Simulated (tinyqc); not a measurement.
Electromigration in a confined line: Blech product, Korhonen stress evolution and Black's law: one step, computed by the program tinyqc.

The electron wind pushes atoms from the cathode (x = 0) to the anode (x = L); blocking ends build a back stress (tension positive). The input rho is taken not to change with temperature. d sigma/dt = d/dx [kappa (d sigma/dx + G)], with zero flux at both ends and sigma = 0 at t = 0.

Problem. Driving force and diffusivities. G = Z* e rho j/Omega; D = D0 exp(-E/(k_B T)); kappa = D B Omega/(k_B T); drift velocity of an unconfined line v = D Z* e rho j/(k_B T). SI: 1 micro-ohm cm = 1e-8 ohm m, 1 MA/cm^2 = 1e10 A/m^2. Temperatures in kelvin are T(C) + 273.15.

Inputs (values chosen for the exercise, close to those used for copper lines):
```
quantity,value,unit
resistivity rho,3.12,micro-ohm cm
atomic volume Omega,11.8,angstrom^3
effective charge number Z*,2.1,-
prefactor D0,2.5e-08,m^2/s
activation energy E,0.817,eV
effective modulus B,16,GPa
current density j,3.1,MA/cm^2
test temperature T,290,C
```

Start: stress-free.

Constants: e = 1.602176634e-19 C; k_B = 8.617333262e-05 eV/K; k_B = 1.380649e-23 J/K.

Give: stress gradient G; diffusivity D; kappa; drift velocity.

Solution.

stress gradient G = 27.58 MPa/um

diffusivity D = 1.220e-15 m^2/s

kappa = 2.963e-14 m^2/s

drift velocity = 183.8 nm/h
